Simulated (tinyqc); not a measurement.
## Pillar capacitor in an array: capacitance, non-linearity, leakage and relaxation: capacitance, non-linearity and leakage against thickness

A film between two metal electrodes, each interface adding a series capacitance ci. The small-signal permittivity is ek (1 + aq E^2); the field is found with the linear permittivity. Leakage J = J0 sinh(E/Ef). After a voltage step the film passes a relaxation current kr C V tt^(-nr), tt being the time in seconds. The sidewall is a coaxial capacitor with radii a = dm/2 and b = dm/2 + t, depth AR dm; the end face is left out.

Planar film: Cf = eps0 ek/t, 1/C = 1/Cf + 2/ci, EOT = 3.9 eps0/C, effective permittivity C t/eps0, E = (V/t) C/Cf; quadratic coefficient [C(V)/C - 1]/V^2 with Cf (1 + aq E^2) in C(V).

Inputs (values chosen for the exercise); permittivity of the order of that of zirconium oxide:

| symbol | value | unit | meaning |
|---|---|---|---|
| ek | 38.2 |  | relative permittivity of the film |
| ci | 140 | uF/cm^2 | capacitance of each electrode interface (dead layer and screening) |
| aq | 0.0048 | cm^2/MV^2 | quadratic field coefficient of the permittivity |
| V | 2.1 | V | bias |
| J0 | 3.5e-11 | A/cm^2 | leakage prefactor |
| Ef | 0.49 | MV/cm | field for an e-fold rise of the leakage |

Constants: eps0 = 8.8541878128e-14 F/cm where lengths are in cm. Results are converted to the units shown.

Result of one run:
```
t (nm)	C (uF/cm^2)	EOT (nm)	effective permittivity	E (MV/cm)	quadratic coefficient (ppm/V^2)	J (A/cm^2)
44	0.7604	4.541	37.79	0.4721	239.9	3.918e-11
```

What becomes of these results when the film thickness t is changed from 44 to 33 nm, all else the same?

Result of the changed run:
```
t (nm)	C (uF/cm^2)	EOT (nm)	effective permittivity	E (MV/cm)	quadratic coefficient (ppm/V^2)	J (A/cm^2)
33	1.010	3.418	37.65	0.6272	422.0	5.807e-11
```

The whole series:
```
t (nm)	C (uF/cm^2)	EOT (nm)	effective permittivity	E (MV/cm)	quadratic coefficient (ppm/V^2)	J (A/cm^2)
5.4	5.749	0.6006	35.06	3.569	1.267e4	2.551e-8
7.3	4.346	0.7946	35.83	2.698	7416	4.309e-9
9.9	3.257	1.060	36.42	2.023	4241	1.085e-9
13	2.509	1.377	36.83	1.557	2545	4.195e-10
18	1.830	1.887	37.20	1.136	1368	1.761e-10
24	1.381	2.500	37.45	0.8577	784.9	9.771e-11
33	1.010	3.418	37.65	0.6272	422.0	5.807e-11
44	0.7604	4.541	37.79	0.4721	239.9	3.918e-11
60	0.5592	6.175	37.89	0.3472	130.2	2.693e-11
```

C falls from 5.75 to 0.559 uF/cm^2 while the effective permittivity goes from 35.1 to 37.9 (ek = 38.2). EOT is a straight line in t with slope 3.9/ek = 0.102 and intercept 0.0493 nm. The quadratic coefficient goes as t^(-1.78) between the first two rows and t^(-1.97) between the last two (-2 without interfaces), and J falls by 2.98 decades.

Computed by the program tinyqc: `OMP_NUM_THREADS=1 python tinyqc.py 2102149 2102150 out.jsonl`, one thread of a shared Intel Xeon 2.30GHz, about 0.01 s for the whole run.
